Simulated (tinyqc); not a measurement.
Transverse acoustic branch against its sound line: Keating valence-force model of a tetrahedral crystal. Computed by tinyqc, a small Python program. Command: `OMP_NUM_THREADS=1 python tinyqc.py 3029252 3029253 out.jsonl keating walk`. One thread of a shared host (Intel(R) Xeon(R) Processor @ 2.30GHz), about 0.03 s of CPU time with the checks.

Atom A sits at 0 and atom B at a/4 (1,1,1) of an fcc lattice; the four bonds from A are t = a/4 (1,1,1), a/4 (1,-1,-1), a/4 (-1,1,-1), a/4 (-1,-1,1), of length d = sqrt(3) a/4. Energy: E = (3 alpha/(8 d^2)) sum over bonds (r.r - d^2)^2 + (3 beta/(8 d^2)) sum over pairs of bonds at one atom (r_i.r_j + d^2/3)^2; both atoms have the mass M. The cell holds two atoms, Omega = a^3/4. 1 N/m = 1 J/m^2. With constants fitted to the elastic moduli this model puts optical and zone-boundary frequencies of real crystals too high, by up to about 20 % in elemental crystals and up to about 50 % in compounds, and mostly by more for TA modes; in compounds the lattice part of the static dielectric constant then comes out too low.

Inputs (values chosen for the exercise, modelled on diamond):

| quantity | value | unit |
|---|---|---|
| lattice constant a | 3.567 | angstrom |
| atomic mass M | 12.011 | u |
| bond stretching alpha | 124 | N/m |
| bond bending beta | 89.5 | N/m |

Structure: diamond.

Constants: nu for 1 eV/(angstrom^2 u) = 15.6333042 THz; 1 eV/angstrom^2 = 16.02176634 J/m^2; u = 1.6605390666e-27 kg.

Method:
- C11 = (alpha + 3 beta)/a, C12 = (alpha - beta)/a, C44 = 4 alpha beta/(a (alpha + beta)); with the two sublattices clamped C44(0) = (alpha + beta)/a; internal-strain parameter zeta = (alpha - beta)/(alpha + beta); B = (C11 + 2 C12)/3.
- With displacements u exp(i q.r), each bracket changes by g.u, where g = (g_A, g_B): bond t, g = (-2 t, 2 t exp(i q.t)); pair (i, j) at A, g = (-(t_i + t_j), t_i exp(i q.t_j) + t_j exp(i q.t_i)); pair at B, g = (-t_i exp(-i q.t_j) - t_j exp(-i q.t_i), t_i + t_j). Then D_mn = sum over the 4 bonds and 12 pairs of (4 k/a^2) conj(g_m) g_n / sqrt(M_m M_n), with k = alpha or beta converted to eV/angstrom^2.
- An eigenvalue lambda of D in eV/(angstrom^2 u) gives nu = 15.6333042 THz x sqrt(lambda).
- The sound line is nu = v q/(2 pi) with v = sqrt(C44/rho), rho = (M_A + M_B)/Omega; the clamped line uses C44(0).

C44 = 582.913 GPa

clamped C44(0) = 598.542 GPa

Frequencies (THz) along G-X:

| q (2 pi/a) | lowest branch | sound line, relaxed C44 | sound line, clamped C44(0) | third-lowest frequency | highest frequency |
|---|---|---|---|---|---|
| 0.05 | 1.804 | 1.805 | 1.829 | 2.478 | 46.569 |
| 0.15 | 5.401 | 5.415 | 5.487 | 7.399 | 46.519 |
| 0.30 | 10.721 | 10.830 | 10.974 | 14.558 | 46.311 |
| 0.45 | 15.876 | 16.245 | 16.461 | 21.252 | 45.838 |
| 0.60 | 20.773 | 21.659 | 21.948 | 27.289 | 44.941 |
| 0.75 | 25.280 | 27.074 | 27.435 | 32.521 | 43.448 |
| 0.90 | 29.021 | 32.489 | 32.922 | 36.428 | 41.205 |
| 1.00 | 30.155 | 36.099 | 36.580 | 35.495 | 39.234 |

What does the comparison show, and why?

At small q the branch follows the relaxed line (1.000 of it, against 0.987 of the clamped one): in a long shear wave the sublattices shift against each other. At X it reaches 84 % of the relaxed line. Real tetrahedral semiconductors have flatter TA branches than a Keating model fitted to their elastic constants, which needs longer-ranged terms to mend.

Extremes, crossings and ranges named in words are read from the listed rows.
